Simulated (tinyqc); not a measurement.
Length of a molecular wire: coherent transport through a tight-binding bridge. Computed by the program tinyqc. Command: `OMP_NUM_THREADS=1 python tinyqc.py 113022 113023 out.jsonl`; one thread of a shared host (Intel(R) Xeon(R) Processor @ 2.60GHz), about 0.9 s.

A uniform bridge between two chains:

| parameter | value |
|---|---|
| site energy (eV) | 3.450000 |
| hopping in the bridge (eV) | 1.100000 |
| lead hopping (eV) | 2.560000 |
| couplings (eV) | 1.12, 1.1 |
| E (eV) | -0.300000 |

T = Gamma_L Gamma_R |G_1n|^2 with the self-energies of semi-infinite chains.

Transmission against length:

| sites | T | ln T |
|---|---|---|
| 2 | 6.6963e-03 | -5.0062 |
| 3 | 7.0397e-04 | -7.2588 |
| 4 | 7.3975e-05 | -9.5118 |
| 5 | 7.7731e-06 | -11.7648 |
| 6 | 8.1678e-07 | -14.0179 |
| 7 | 8.5825e-08 | -16.2710 |
| 8 | 9.0182e-09 | -18.5240 |
| 9 | 9.4761e-10 | -20.7771 |
| 10 | 9.9572e-11 | -23.0301 |

E lies outside the band of the bridge (|E - e|/2h = 1.705 > 1), so T decays as exp(-beta n) with beta = 2 arccosh(1.705) = 2.2531 a site; the last two rows give 2.2531.
